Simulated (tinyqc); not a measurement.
Power iteration on a symmetric matrix, step by step. One step of it, computed by the program tinyqc.

Task: Step 2. w = (A - shift) v; v' = w/|w| with its largest component positive (the first on a tie); lambda = v'^T A v'.

A, lower triangle:
```
           1          2         3
1   3.241000
2  -0.244000   3.557000
3  -0.015000  -0.307000  3.999000
```

vector after step 1: 0.532768  0.536958  0.654090

shift = -0.070000

Give: vector after step 2; Rayleigh quotient after step 2.

Result:

vector after step 2: 0.480  0.478  0.736

Rayleigh quotient after step 2 = 3.385
